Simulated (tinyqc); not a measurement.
## Inductance and parasitic capacitance from two readings

Question. A loss-free coil L in parallel with C shows the apparent inductance L/(1 - w^2 L C), w = 2 pi f. Find L, C and the self-resonance 1/(2 pi sqrt(L C)).

apparent inductance at 7.1 and 15 GHz (nH): [0.85169824, 1.6058535]

Answer. The inverse of the reading is 1/L - w^2 C, a straight line in w^2.

L = 0.750 nH
C = 80.0 fF
self-resonance = 20.5 GHz

Program tinyqc, `OMP_NUM_THREADS=1 python tinyqc.py 2302010 2302011 out.jsonl`; Intel Xeon 2.30GHz, shared host, one thread, about 0.01 s.
